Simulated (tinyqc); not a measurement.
Stillinger-Weber potential for a tetrahedral semiconductor. Changing the three-body strength lambda. Computed by tinyqc, a small Python program. Command: `OMP_NUM_THREADS=1 python tinyqc.py 3002170 3002171 out.jsonl swsi sweep`. One thread of a shared host (Intel(R) Xeon(R) Processor @ 2.30GHz), about 0.08 s of CPU time with the checks.

With x = r/sigma: pair term eps A (B x^-4 - 1) exp(1/(x - a)); for each pair of neighbours j, k of atom i, three-body term eps lambda exp(gamma/(x_ij - a) + gamma/(x_ik - a)) (cos theta_jik + 1/3)^2; both vanish beyond x = a. A = 7.049556277, B = 0.6022245584, a = 1.8.

Inputs (values chosen for the exercise, modelled on silicon): energy scale eps = 2.287 eV; length scale sigma = 2.089 angstrom; gamma = 1.2.

Constants: 1 eV/angstrom^3 = 160.2176634 GPa.

Method. All angles are tetrahedral, so only the pair term acts; its minimum lies at x = 2^(1/6) with depth eps, and second neighbours lie beyond the cut-off. a0 = 4 d/sqrt3; E = -2 eps per atom. Second derivatives of the energy per atom, volume a0^3/8: e_xx gives C11, e_xx = -e_yy gives 2 (C11 - C12), e_xy = e_yx = h/2 gives the unrelaxed C44(0). Under that shear the second sublattice shifts by u_z; minimising over u_z gives C44 = C44(0) - E_hu^2/(E_uu V) and Kleinman's zeta = |E_hu/E_uu|/(a0/4). The optical force constant is k = 4 E_uu, with M omega^2 = k at the zone centre.

One run for each value:
```
three-body strength lambda  C44 (GPa)  internal strain zeta  C11 (GPa)  C12 (GPa)  unrelaxed C44(0) (GPa)
2                                7.37               0.95447     112.98     105.38                  108.76
5                               17.62               0.89114     120.58     101.58                  110.03
10                              32.86               0.79701     133.25      95.25                  112.14
15                              46.16               0.71481     145.92      88.91                  114.25
21                              60.06               0.62895     161.12      81.31                  116.78
30                              77.58               0.52074     183.92      69.91                  120.58
40                              93.48               0.42249     209.25      57.25                  124.80
60                             117.59               0.27357     259.92      31.91                  133.25
```

What does the table show, and why?

Over the rows, C44 (GPa) rises from 7.37 to 118 (exponent d ln y / d ln x 0.95 between the first rows and 0.57 between the last); internal strain zeta falls from 0.954 to 0.274 (exponent d ln y / d ln x -0.075 between the first rows and -1.1 between the last); C11 (GPa) rises from 113 to 260 (exponent d ln y / d ln x 0.071 between the first rows and 0.53 between the last). At the low end the exponent of C44 is 0.95, close to 1: without bond bending the relaxed lattice has no shear stiffness. (C11 + 2 C12)/3 stays at 107.91 GPa, since uniform compression bends no bond, while (C11 - C12)/2 is proportional to lambda, 1.900 GPa per unit.

Caution (all rows): the original fit to silicon is too soft in shear (C44) and too stiff for the optical mode.
